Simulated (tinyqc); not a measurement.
Worked calculation: plane-wave Kohn-Sham cycle with exchange-only LDA in a layered model solid. Computed by tinyqc, a small Python program that keeps every step. Settings: points = 16, plane-wave index or count = 3, electrons = 4, k points = 3, area = 24.0, mixing = 0.8, iteration cap = 60. Command: `OMP_NUM_THREADS=1 python tinyqc.py 28257 28258 out.jsonl` (the two numbers bound the seeds that draw the settings). One thread of a shared host (Intel(R) Xeon(R) Processor @ 2.60GHz), about 0.02 s of CPU time with the checks. Later iterations appear only in the table of the cycle.

## Iteration 1: potential

A solid whose potential varies along x alone (atomic units):
```
parameter                      value
period a                   12.000000
cross-section of the cell  24.000000
electrons per cell                 4
grid points                       16
plane waves -n..n, n               3
k points                           3
V1 in V1 cos(2 pi x/a)     -0.190000
```

density at the start, on the grid x_j = j a/N (e/bohr^3): 0.0138889  0.0138889  0.0138889  0.0138889  0.0138889  0.0138889  0.0138889  0.0138889  0.0138889  0.0138889  0.0138889  0.0138889  0.0138889  0.0138889  0.0138889  0.0138889

V_H(G) = 4 pi rho(G)/G^2 for G != 0 (uniform background); v_x = -(3 rho/pi)^(1/3); V = V_ext + V_H + v_x; Fourier components f(G_m) = (1/N) sum_j f(x_j) exp(-i G_m x_j).

Potentials on the grid (hartree):
```
x            V_ext      V_H       v_x         V
0.00000   -0.19000  0.00000  -0.23671  -0.42671
0.75000   -0.17554  0.00000  -0.23671  -0.41225
1.50000   -0.13435  0.00000  -0.23671  -0.37106
2.25000   -0.07271  0.00000  -0.23671  -0.30942
3.00000          0  0.00000  -0.23671  -0.23671
3.75000    0.07271  0.00000  -0.23671  -0.16400
4.50000    0.13435  0.00000  -0.23671  -0.10236
5.25000    0.17554  0.00000  -0.23671  -0.06117
6.00000    0.19000  0.00000  -0.23671  -0.04671
6.75000    0.17554  0.00000  -0.23671  -0.06117
7.50000    0.13435  0.00000  -0.23671  -0.10236
8.25000    0.07271  0.00000  -0.23671  -0.16400
9.00000          0  0.00000  -0.23671  -0.23671
9.75000   -0.07271  0.00000  -0.23671  -0.30942
10.50000  -0.13435  0.00000  -0.23671  -0.37106
11.25000  -0.17554  0.00000  -0.23671  -0.41225
```

V(G_m), m = 0, 1, 2, ... (hartree): -0.23671  -0.09500  0.00000  0.00000  0.00000  0.00000  0.00000

## Iteration 1: Hamiltonian at one k

k = 0.00000 2 pi / a

H(m,m') = (k + G_m)^2/2 delta + V(G_m - G_m'), with V(-G) = V(G).

H (hartree):
```
          -3        -2        -1        +0        +1        +2        +3
-3   0.99699  -0.09500   0.00000   0.00000   0.00000   0.00000   0.00000
-2  -0.09500   0.31160  -0.09500   0.00000   0.00000   0.00000   0.00000
-1   0.00000  -0.09500  -0.09963  -0.09500   0.00000   0.00000   0.00000
+0   0.00000   0.00000  -0.09500  -0.23671  -0.09500   0.00000   0.00000
+1   0.00000   0.00000   0.00000  -0.09500  -0.09963  -0.09500   0.00000
+2   0.00000   0.00000   0.00000   0.00000  -0.09500   0.31160  -0.09500
+3   0.00000   0.00000   0.00000   0.00000   0.00000  -0.09500   0.99699
```

## Iteration 1: levels at that k

Diagonalise the Hermitian matrix.

eigenvalues (hartree): -0.32305  -0.12089  -0.03622  0.31979  0.32146  1.01007  1.01007

## Iteration 1: new density

Motion across x is left out: the lowest 2 band(s) hold two electrons at each of the k points (j + 1/2)/nk - 1/2. Residual R = rho(out) - rho(in); rho(new) = rho(in) + 0.8 R. rho(out) = 2/(a A nk) sum |psi|^2 with psi = sum c exp(i G x). Harris energy E = band energy - dV sum rho (V_H/2 + v_x) + (3/4) dV sum rho v_x with rho(in), dV = a A/N, band energy = (2/nk) sum of the filled levels.

rho(out) (e/bohr^3): 0.0210092  0.0220404  0.0229774  0.0206729  0.0153324  0.0096145  0.0054683  0.0032278  0.0025459  0.0032278  0.0054683  0.0096145  0.0153324  0.0206729  0.0229774  0.0220404

density after iteration 1 (e/bohr^3): 0.0195851  0.0204101  0.0211597  0.0193161  0.0150437  0.0104694  0.0071524  0.0053600  0.0048145  0.0053600  0.0071524  0.0104694  0.0150437  0.0193161  0.0211597  0.0204101

energy per cell = -0.6809339 hartree

## Iteration 2: potential

As before.

Potentials on the grid (hartree):
```
x            V_ext       V_H       v_x         V
0.00000   -0.19000   0.37288  -0.26544  -0.08256
0.75000   -0.17554   0.35220  -0.26912  -0.09246
1.50000   -0.13435   0.28544  -0.27237  -0.12128
2.25000   -0.07271   0.16891  -0.26422  -0.16802
3.00000          0   0.01552  -0.24309  -0.22758
3.75000    0.07271  -0.14589  -0.21543  -0.28860
4.50000    0.13435  -0.28391  -0.18973  -0.33929
5.25000    0.17554  -0.37522  -0.17234  -0.37202
6.00000    0.19000  -0.40697  -0.16628  -0.38326
6.75000    0.17554  -0.37522  -0.17234  -0.37202
7.50000    0.13435  -0.28391  -0.18973  -0.33929
8.25000    0.07271  -0.14589  -0.21543  -0.28860
9.00000          0   0.01552  -0.24309  -0.22758
9.75000   -0.07271   0.16891  -0.26422  -0.16802
10.50000  -0.13435   0.28544  -0.27237  -0.12128
11.25000  -0.17554   0.35220  -0.26912  -0.09246
```

V(G_m), m = 0, 1, 2, ... (hartree): -0.23027  0.07612  -0.00136  -0.00103  0.00001  0.00008  0.00003

## Iteration 2: Hamiltonian at one k

k = 0.00000 2 pi / a

As before.

H (hartree):
```
          -3        -2        -1        +0        +1        +2        +3
-3   1.00343   0.07612  -0.00136  -0.00103   0.00001   0.00008   0.00003
-2   0.07612   0.31804   0.07612  -0.00136  -0.00103   0.00001   0.00008
-1  -0.00136   0.07612  -0.09319   0.07612  -0.00136  -0.00103   0.00001
+0  -0.00103  -0.00136   0.07612  -0.23027   0.07612  -0.00136  -0.00103
+1   0.00001  -0.00103  -0.00136   0.07612  -0.09319   0.07612  -0.00136
+2   0.00008   0.00001  -0.00103  -0.00136   0.07612   0.31804   0.07612
+3   0.00003   0.00008   0.00001  -0.00103  -0.00136   0.07612   1.00343
```

## Iteration 2: levels at that k

As before.

eigenvalues (hartree): -0.29210  -0.10607  -0.04672  0.32364  0.32389  1.01178  1.01187

## Iteration 2: new density

As before.

rho(out) (e/bohr^3): 0.0037587  0.0044835  0.0067520  0.0106342  0.0155529  0.0197951  0.0214503  0.0206428  0.0198422  0.0206428  0.0214503  0.0197951  0.0155529  0.0106342  0.0067520  0.0044835

density after iteration 2 (e/bohr^3): 0.0069240  0.0076688  0.0096335  0.0123706  0.0154510  0.0179299  0.0185907  0.0175863  0.0168367  0.0175863  0.0185907  0.0179299  0.0154510  0.0123706  0.0096335  0.0076688

energy per cell = -0.8379099 hartree

## Convergence

Stop when sqrt(dV sum R^2) is below 1e-8, dV = a A/N.

Course of the cycle:
```
iteration  E (hartree)  norm of the residual
1           -0.6809339              1.33e-01
2           -0.8379099              2.16e-01
3           -1.2278081              2.71e-01
4           -1.2579929              3.14e-01
5           -1.6279308              3.22e-01
6           -1.3266822              3.25e-01
7           -1.6594746              3.25e-01
8           -1.3290795              3.25e-01
9           -1.6602127              3.25e-01
10          -1.3291294              3.25e-01
11          -1.6602241              3.25e-01
...                ...                   ...
50          -1.3291321              3.25e-01
51          -1.6602255              3.25e-01
52          -1.3291321              3.25e-01
53          -1.6602255              3.25e-01
54          -1.3291321              3.25e-01
55          -1.6602255              3.25e-01
56          -1.3291321              3.25e-01
57          -1.6602255              3.25e-01
58          -1.3291321              3.25e-01
59          -1.6602255              3.25e-01
60          -1.3291321              3.25e-01
```

Not converged within 60 iterations: the residual has stopped falling: the iteration swings between two states. Reruns (cap 100 unless said): mixing 0.1: not converged; mixing 0.5, Kerker q0 1.0: not converged; mixing 0.3, Pulay depth 5: not converged; the original settings with a cap of 400: not converged.
